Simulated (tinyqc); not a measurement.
Changing the background doping N_B (opposite type): sheet resistance and Hall data of a diffused or implanted layer. Computed by tinyqc, a small Python program. Command: `OMP_NUM_THREADS=1 python tinyqc.py 3027426 3027427 out.jsonl layer sweep`. One thread of a shared host (Intel(R) Xeon(R) Processor @ 2.30GHz), about 0.1 s of CPU time with the checks.

Carriers are taken equal to the net active doping down to the junction (full ionisation, which deep dopants in wide-gap hosts do not reach; no spill-over, no depletion), and the Hall factor is 1.

Inputs (values chosen for the exercise, modelled on arsenic in silicon):
```
quantity                  value        unit
mu_min                     53.7  cm^2/(V s)
mu_max                     1390  cm^2/(V s)
N_ref                   9.2e+16      1/cm^3
exponent alpha             0.66           -
peak concentration N_0  8.9e+20      1/cm^3
length scale l              8.7          nm
projected range R_p          27          nm
solubility limit N_s    2.1e+20      1/cm^3
```

Profile: buried Gaussian (implant). Activation: limited by solubility.

Constants: e = 1.602176634e-19 C.

Method:
- N(x) = N_0 exp(-(x - R_p)^2/(2 l^2)) for x > 0, dose N_0 l sqrt(pi/2) erfc(-R_p/(l sqrt 2)), junction x_j = R_p + l sqrt(2 ln(N_0/N_B)); the layer starts at x_0 = max(0, 2 R_p - x_j).
- Mobility mu = mu_min + (mu_max - mu_min)/(1 + (N_t/N_ref)^alpha), N_t = active doping + N_B; carriers n = active doping - N_B, active doping min(N, N_s).
- Integrals from x_0 (0 unless stated) to x_j by the midpoint rule on 400 even intervals: 1/R_s = e int n mu dx; sheet density n_s = int n dx; Hall sheet density (int n mu dx)^2/int n mu^2 dx; Hall mobility int n mu^2 dx/int n mu dx.
- Mean conductivity 1/(R_s x_j); mean mobility 1/(e n_s R_s).

One run for each value; columns: (1) background doping N_B (opposite type) (1/cm^3); (2) sheet resistance R_s (ohm); (3) junction depth x_j (nm); (4) mean conductivity 1/(R_s x_j) (S/cm); (5) mean mobility (cm^2/(V s)):
```
(1)         (2)    (3)   (4)    (5)
1.00e+14  123.8  76.22  1059  63.61
7.10e+14  123.8  73.10  1105  63.61
5.00e+15  123.9  69.78  1157  63.60
3.50e+16  123.9  66.19  1219  63.58
2.50e+17  124.4  62.18  1293  63.47
1.80e+18  126.4  57.64  1372  63.16
1.30e+19  139.1  52.29  1375  62.22
8.90e+19  259.3  45.67   844  60.18
```

Over the rows, sheet resistance R_s (ohm) rises from 124 to 259; junction depth x_j (nm) falls from 76.2 to 45.7 (exponent d ln y / d ln x -0.021 between the first rows and -0.070 between the last); mean conductivity 1/(R_s x_j) (S/cm) goes from 1060 through a maximum among these rows, 1380 at 1.30e19, to 844. x_j shrinks by a factor 1.67 and R_s grows by 2.09; over the first half of the table x_j shrinks by 1.23 and R_s grows by 1.00: the tail carries little current.

Extremes, crossings and ranges named in words are read from the listed rows.
